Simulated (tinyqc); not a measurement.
Inside a calculation. Model: finite-size error of a charged defect in a periodic cell: Madelung and Makov-Payne terms. Computed by tinyqc, a small Python program that keeps every step. Command: `OMP_NUM_THREADS=1 python tinyqc.py 3026778 3026779 out.jsonl imagecharge walk`. One thread of a shared host (Intel(R) Xeon(R) Processor @ 2.30GHz), about 0.04 s of CPU time with the checks. Intermediate numbers are printed to about 5 digits and carried at full precision; extremes and crossings named in words are read from the listed rows.

L is the cube root of the cell volume. The defect charge is a Gaussian, rho(r) = q (2 pi sigma^2)^(-3/2) exp(-r^2/2 sigma^2), repeated periodically in a uniform neutralising background and screened by a continuum. The model cell energy is E(L) = E_0 + [periodic - isolated electrostatic energy].

Inputs (values chosen for the exercise, for a model uniaxial host): charge q = 2 e; cell length L = 16.2 angstrom; dielectric constant eps_xy = 15.1; dielectric constant eps_z = 18.9; axis ratio c/a = 0.983; width sigma of the defect charge = 1.5 angstrom; formation energy of the isolated defect E_0 = 1.639 eV.

Supercell lattice: hexagonal. Screening: uniaxial.

scatter added to the six cells, standing for numerical noise (meV): [0.74, 0.29, 1.9, 0.91, -2.1, 0.11]

Constants: e^2/(4 pi eps_0) = 14.39964548 eV angstrom.

## The cell

Cell vectors: (1,0,0), (-1/2,sqrt(3)/2,0), (0,0,c/a), scaled to volume L^3.

cell vectors (rows) (angstrom):
$$\begin{pmatrix}
17.093 & 0.000 & 0.000 \\
-8.547 & 14.803 & 0.000 \\
0.000 & 0.000 & 16.802
\end{pmatrix}$$

nearest image = 16.802 angstrom

## Madelung energy

Ewald sum for a unit point charge: scale each Cartesian component of the cell by 1/sqrt(eps_i), giving R', G' and V'; E = [ (1/2) sum erfc(eta R')/R' + (2 pi/V') sum exp(-G'^2/4 eta^2)/G'^2 - eta/sqrt(pi) - pi/(2 V' eta^2) ] e^2/(4 pi eps_0) / sqrt(eps_x eps_y eps_z), over n_i = -6..6, omitting n = (0,0,0), eta = 2/V'^(1/3). alpha = -2 E eps_g L/(e^2/(4 pi eps_0)), eps_g = (eps_x eps_y eps_z)^(1/3).

terms for a unit charge (eV): real space 0.000668, reciprocal 0.004365, self -0.061634, background -0.021450

Madelung constant alpha = 2.8579

point-charge correction -q^2 E = 0.31220 eV

Cubic cells have alpha = 2.837 (sc) to 2.888 (fcc, bcc); this cell is near that range.

## Energy of the smeared charge in the cell

Periodic energy of the Gaussian: (2 pi q^2/V) sum_(G != 0) exp(-sigma^2 G^2)/(G.eps.G) x e^2/(4 pi eps_0), n_i = -k..k with k = max(9, L/sigma rounded up). Isolated energy: q^2/(2 sqrt(pi) sigma) <1/(n.eps.n)> e^2/(4 pi eps_0), the mean over directions n (64 Gauss-Legendre points in cos(theta)).

periodic energy = 0.36438 eV

isolated energy = 0.66490 eV

finite-size error = -0.30052 eV

E(L) = 1.3385 eV

## A series of cells

Cells of the same shape with L scaled by 0.7, 0.85, 1, 1.25, 1.5 and 2; the scatter is added to E(L). The point-charge correction scales as 1/L from its value at the input L.

Scaling data:
```
L (angstrom)  1/L (1/angstrom)  E(L) (eV)  E(L) + point-charge correction (eV)
11.34                 0.088183     1.2278                               1.6738
13.77                 0.072622     1.2910                               1.6583
16.20                 0.061728     1.3404                               1.6526
20.25                 0.049383     1.3961                               1.6459
24.30                 0.041152     1.4322                               1.6404
32.40                 0.030864     1.4845                               1.6406
```

## Ways to reach the isolated limit

Least-squares fits of E(L) to a + b/L, a + c/L^3 or a + b/L + c/L^3; the estimate is a, and errors are against E_0.

Estimates of E_0:
```
way                              estimate (eV)  error (meV)
largest cell, uncorrected               1.4845      -154.53
largest cell, point-charge term         1.6406         1.57
1/L fit, three smallest                 1.6010       -38.01
1/L fit, all six                        1.6182       -20.81
1/L^3 fit, all six                      1.4548      -184.21
1/L and 1/L^3, three smallest           1.6682        29.19
1/L and 1/L^3, all six                  1.6357        -3.25
corrected data, 1/L^3 fit               1.6388        -0.17
```

coefficient b of the full fit = -4.9730 eV angstrom

Best here: corrected data, 1/L^3 fit (-0.2 meV); worst: 1/L^3 fit, all six (-184 meV). The fitted b is 98.3 % of the Madelung value -q^2 alpha e^2/(8 pi eps_0 eps_g), so such a fit also measures the screening. The three-term fit to three small cells has no spare point and magnifies the scatter. A pure 1/L fit lands below E_0, because the positive 1/L^3 term flattens the small-cell points.

## One dielectric constant for an anisotropic host?

The same sum with an isotropic constant in place of the tensor, the means being taken over (eps_xy, eps_xy, eps_z); errors against the tensor result.

Point-charge correction:
```
constant          value  correction (eV)  error (meV)
eps_xy           15.100          0.33643       24.226
eps_z            18.900          0.26879      -43.415
arithmetic mean  16.367          0.31039       -1.811
geometric mean   16.273          0.31217       -0.027
harmonic mean    16.185          0.31388        1.679
```

The tensor gives 0.3122 eV. Closest is geometric mean (0.0 meV) and furthest eps_z (-43.4 meV); anisotropy also changes the effective shape of the cell, which no single constant captures.

Checks made by the program: the same sum with another eta (relative difference below 1e-10).
